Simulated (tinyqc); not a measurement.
Threshold-voltage variability of a planar MOSFET, analytic estimates: effect of the metal grain size.

Three independent sources add in quadrature: random dopants in the depleted layer, metal-gate grains of two orientations, and roughness of the two gate edges acting through the roll-off VT = VT(long) - Vr exp(-L/l). These are first-order estimates: no three-dimensional electrostatics, no percolation.

ni = sqrt(Nc Nv) exp(-Eg/(2 Vt)), Eg in volts; Cox = 3.9 eps0/ti; Wd = sqrt(4 eps0 eps_r Vt ln(Na/ni)/(q Na)); dopants: s1 = (q/Cox) sqrt(Na Wd/(3 L W)). Grains: Ng = L W/G^2 (at least 1), s2 = dW sqrt(p (1 - p)/Ng). Edges, with exponential correlation and u = W/La: the mean gate length has sL^2 = 2 De^2 (2/u)[1 - (1 - exp(-u))/u]; s3 = sL (Vr/l) exp(-L/l). s = sqrt(s1^2 + s2^2 + s3^2). l and Vr are held fixed.

Values chosen for this exercise; material values close to those of silicon: temperature T = 293 K; band gap Eg = 1.14 eV; relative permittivity of the semiconductor eps_r = 11.6; conduction-band density of states at T Nc = 2.74e19 cm^-3; valence-band density of states at T Nv = 2.52e19 cm^-3; channel doping Na = 2.3e18 cm^-3; oxide-equivalent thickness in inversion ti = 1.9 nm; gate length L = 25 nm; gate width W = 120 nm; work-function difference of the two grain orientations dW = 0.2 eV; share of the orientation of higher work function p = 0.3; rms roughness of one gate edge De = 1.6 nm; correlation length of the roughness La = 20 nm; decay length of the threshold roll-off l = 5.1 nm; prefactor of the roll-off Vr = 2.2 V.

Constants: q = 1.602176634e-19 C, kB = 1.380649e-23 J/K, Vt = kB T/q, eps0 = 8.8541878128e-14 F/cm where lengths are in cm. Results are converted to the units shown.

The same in every row: s1 (mV) = 21.746; s3 (mV) = 3.8243.

Effect of the metal grain size:

| G (nm) | s2 (mV) | s (mV) | s sqrt(L W) (mV um) |
|---|---|---|---|
| 2 | 3.3466 | 22.332 | 1.2232 |
| 3 | 5.0200 | 22.643 | 1.2402 |
| 5 | 8.3666 | 23.611 | 1.2933 |
| 7 | 11.713 | 24.994 | 1.3690 |
| 10 | 16.733 | 27.704 | 1.5174 |
| 14 | 23.426 | 32.192 | 1.7632 |
| 20 | 33.466 | 40.094 | 2.1960 |

As G goes from 2 to 20 nm, s rises from 22.3 to 40.1 mV. The largest source is the dopants in the first row and the grains in the last.

Numbers from tinyqc (`OMP_NUM_THREADS=1 python tinyqc.py 2090035 2090036 out.jsonl`; about 0.01 s on one thread of a shared Intel Xeon 2.30GHz).
